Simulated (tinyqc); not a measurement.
Comparisons within one model: virtual-crystal alloy in the empirical-pseudopotential method. A value that a table varies takes the place of the one given here.

Empirical pseudopotential on the fcc lattice, atoms at +/- tau, tau = a (1,1,1)/8, no spin-orbit coupling. H(G,G') = c (2 pi/a)^2 |k + G|^2 delta + VS(q) cos(q.tau) + i VA(q) sin(q.tau), q = G - G', c = hbar^2/2m0; k and G in units of 2 pi/a; VS at |q|^2 = 3, 8, 11 and VA at 3, 4, 11, in rydberg, zero elsewhere. At each k the basis holds all G with |k + G|^2 up to 16; energies are counted from the fourth level at Gamma.

Virtual crystal A(1-x)B(x): a = (1 - x) a_A + x a_B. Rule linear: V = (1 - x) V_A + x V_B. Rule volume: V = [(1 - x) a_A^3 V_A + x a_B^3 V_B]/a^3, since a form factor is an atomic potential divided by the cell volume.

Constants: hbar^2/2m0 = 3.80998211 eV angstrom^2; Ry = 13.60569312 eV.

Inputs chosen for the exercise (classic local form factors of the size used for Si (A) and Ge (B), which place X and L only to a few tenths of an eV; not measured data): a = (5.419, 5.66) angstrom (lattice constants of A, B); VSA = (-0.214, 0.041, 0.082) Ry (symmetric form factors of A); VAA = (0, 0, 0) Ry (antisymmetric form factors of A); VSB = (-0.236, 0.01, 0.059) Ry (symmetric form factors of B); VAB = (0, 0, 0) Ry (antisymmetric form factors of B); rule = linear (mixing rule).

## Gaps across the alloy

Gaps from the valence top to the fifth band at Gamma, at L = (1/2,1/2,1/2) and at the lowest of k = (f,0,0), f = 0.70, 0.75, ..., 1.00. Bowing C = 4 [(E(0) + E(1))/2 - E(1/2)].

Gaps (eV):

| x | Gamma | Delta/X | f of the minimum | L | lowest |
|---|---|---|---|---|---|
| 0.000 | 3.444 | 0.891 | 0.85 | 1.935 | Delta/X |
| 0.167 | 3.460 | 0.934 | 0.85 | 1.787 | Delta/X |
| 0.333 | 3.126 | 0.975 | 0.85 | 1.633 | Delta/X |
| 0.500 | 2.643 | 1.014 | 0.85 | 1.473 | Delta/X |
| 0.667 | 2.149 | 1.050 | 0.85 | 1.306 | Delta/X |
| 0.833 | 1.645 | 1.083 | 0.85 | 1.134 | Delta/X |
| 1.000 | 1.131 | 1.113 | 0.85 | 0.956 | L |

bowing (eV): Gamma -1.421, Delta/X -0.046, L -0.108

How do the results move?

The lowest valley changes: Delta/X to L between x = 0.833 and 1.000. From A to B the Gamma gap moves by -2.31 eV, L by -0.98 eV and Delta/X by +0.22 eV; a move of Delta/X below about 0.4 eV is within the error of such form factors, sign included. The virtual crystal holds no disorder and no bond relaxation, so its bowing comes from the non-linear dependence on the mean potential and volume alone, and it may differ from measured bowing, which is positive in these alloys, in size and even in sign; crossings move with it; where the character of the fifth band at Gamma changes along x, its value mixes two levels.

## Two mixing rules

Gaps from the valence top to the fifth band at Gamma, at L = (1/2,1/2,1/2) and at the lowest of k = (f,0,0), f = 0.70, 0.75, ..., 1.00. Both rules agree at the ends.

Gaps (eV):

| x | Gamma, linear | Delta/X, linear | L, linear | Gamma, volume | Delta/X, volume | L, volume |
|---|---|---|---|---|---|---|
| 0.25 | 3.364 | 0.955 | 1.711 | 3.295 | 0.955 | 1.685 |
| 0.50 | 2.643 | 1.014 | 1.473 | 2.550 | 1.013 | 1.437 |
| 0.75 | 1.899 | 1.067 | 1.220 | 1.828 | 1.066 | 1.193 |

What can be read from the table?

At x = 0.5 the volume rule moves Gamma by -93 meV, Delta/X by 0 meV and L by -35 meV, that is the bowing by -4 times these; the lattice constants differ by 4.4 %, and the rules would coincide for equal ones.

Computed by tinyqc, a small Python program: `OMP_NUM_THREADS=1 python tinyqc.py 1050682 1050683 out.jsonl` (the numbers bound the seed that draws the inputs); one thread of a shared host (Intel(R) Xeon(R) Processor @ 2.30GHz), about 0.3 s for the whole set of steps.
